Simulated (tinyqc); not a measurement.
One-sided p+-n junction, ionisation integral and breakdown: one step of the calculation.

A p+ layer at x < 0 and an n drift layer from x = 0. Depletion approximation, built-in voltage neglected. Local ionisation coefficients alpha_n = an exp(-(bn/E)^mx), alpha_p = ap exp(-(bp/E)^mx). Electrons move towards +x, holes towards x = 0.

Question. Ionisation integrals by the trapezoid rule. G(x) = integral from 0 to x of (alpha_n - alpha_p); I_n = integral of alpha_n exp(-G) (electrons injected at x = 0), I_p = integral of alpha_p exp(G(end) - G) (holes injected at the far edge); M = 1/(1 - I). All integrals by the trapezoid rule on the grid.

| point | x (um) | alpha_n (1/cm) | alpha_p (1/cm) |
|---|---|---|---|
| 0 | 0.0000000 | 1631.3851 | 2425.6550 |
| 1 | 0.3610186 | 1194.8506 | 1857.8057 |
| 2 | 0.7220372 | 847.99265 | 1385.0215 |
| 3 | 1.0830558 | 580.49572 | 1001.1308 |
| 4 | 1.4440744 | 381.20169 | 698.33733 |
| 5 | 1.8050931 | 238.56017 | 467.44339 |
| 6 | 2.1661117 | 141.14339 | 298.20307 |
| 7 | 2.5271303 | 78.181615 | 179.79802 |
| 8 | 2.8881489 | 40.059296 | 101.40766 |
| 9 | 3.2491675 | 18.704442 | 52.819312 |
| 10 | 3.6101861 | 7.8095541 | 24.999165 |
| 11 | 3.9712047 | 2.8463448 | 10.531990 |
| 12 | 4.3322233 | 0.87782236 | 3.8456229 |
| 13 | 4.6932420 | 0.21990498 | 1.1751505 |
| 14 | 5.0542606 | 0.042371374 | 0.28680901 |

Give: G; alpha_n exp(-G); I_n; I_p; M_n; M_p.

Answer.

| point | G | alpha_n exp(-G) (1/cm) |
|---|---|---|
| 0 | 0.00000 | 1631.4 |
| 1 | -0.02630 | 1226.7 |
| 2 | -0.04797 | 889.7 |
| 3 | -0.06525 | 619.6 |
| 4 | -0.07857 | 412.4 |
| 5 | -0.08843 | 260.6 |
| 6 | -0.09539 | 155.3 |
| 7 | -0.10006 | 86.4 |
| 8 | -0.10300 | 44.4 |
| 9 | -0.10473 | 20.8 |
| 10 | -0.10565 | 8.7 |
| 11 | -0.10610 | 3.2 |
| 12 | -0.10629 | 1.0 |
| 13 | -0.10636 | 0.2 |
| 14 | -0.10639 | 0.0 |

I_n = 0.16407
I_p = 0.24834
M_n = 1.1963
M_p = 1.3304

Numbers from tinyqc (`OMP_NUM_THREADS=1 python tinyqc.py 2120147 2120148 out.jsonl`; about 0.05 s on one thread of a shared Intel Xeon 2.30GHz).
